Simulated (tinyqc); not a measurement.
Resistance of a source-drain extension with a graded tip: one step of the calculation.

y runs along the channel, the gate covers y > 0. The doping is N0 for y < y0 and N0 10^(-(y - y0)/la) beyond, uniform over the depth xj. Sheet conductance s(y) = q mu(N) max(N - Nch, 0) xj + (for y > 0) ma Cox Vo, with mu(N) = u0 + (u1 - u0)/(1 + (N/Nr)^au) and Cox = eps0 eox/tox. Current is taken as one-dimensional; depletion of the tip, spreading and the contact are left out. The metallurgical junction lies at yj, where N = Nch.

Question. Resistance of the overlapped part. Midpoint rule on 11 equal steps from 0 to yj: R_ov = sum h/s(y), per width.

Parameters, values chosen for the exercise; mobility law close to that of electrons in silicon:
- eox = 7.62 (relative permittivity of the gate insulator (close to silicon nitride))
- tox = 2.7 nm (insulator thickness)
- N0 = 5.3e19 cm^-3 (active doping of the extension far from the gate)
- la = 3.7 nm/decade (lateral abruptness)
- y0 = 0.5 nm (position under the gate where the fall begins (gate edge at 0))
- xj = 7 nm (depth of the extension)
- Nch = 4e17 cm^-3 (channel doping)
- Vo = 0.66 V (gate overdrive)
- ma = 210 cm^2/(V s) (mobility of the gate-induced layer)
- u1 = 1414 cm^2/(V s) (mobility at low doping)
- u0 = 68.5 cm^2/(V s) (mobility at high doping)
- Nr = 9.2e16 cm^-3 (reference doping)
- au = 0.711 (exponent)

Constants: q = 1.602176634e-19 C, eps0 = 8.8541878128e-14 F/cm where lengths are in cm. Results are converted to the units shown.

Give: y; N; doped conductance; sheet resistance; R_ov.

Answer.

| point | y (nm) | N (cm^-3) | doped conductance (uS) | sheet resistance (ohm/square) |
|---|---|---|---|---|
| 0 | 0.3796 | 5.300e19 | 489.7 | 1196 |
| 1 | 1.139 | 3.561e19 | 346.2 | 1444 |
| 2 | 1.898 | 2.220e19 | 232.7 | 1727 |
| 3 | 2.658 | 1.384e19 | 159.1 | 1979 |
| 4 | 3.417 | 8.629e18 | 110.5 | 2189 |
| 5 | 4.176 | 5.379e18 | 77.71 | 2358 |
| 6 | 4.935 | 3.354e18 | 54.77 | 2493 |
| 7 | 5.695 | 2.091e18 | 37.97 | 2602 |
| 8 | 6.454 | 1.303e18 | 24.91 | 2694 |
| 9 | 7.213 | 8.126e17 | 14.08 | 2775 |
| 10 | 7.973 | 5.066e17 | 4.506 | 2850 |

R_ov = 18.46 ohm um

Program tinyqc, `OMP_NUM_THREADS=1 python tinyqc.py 2282029 2282030 out.jsonl`; Intel Xeon 2.30GHz, shared host, one thread, about 0.05 s.
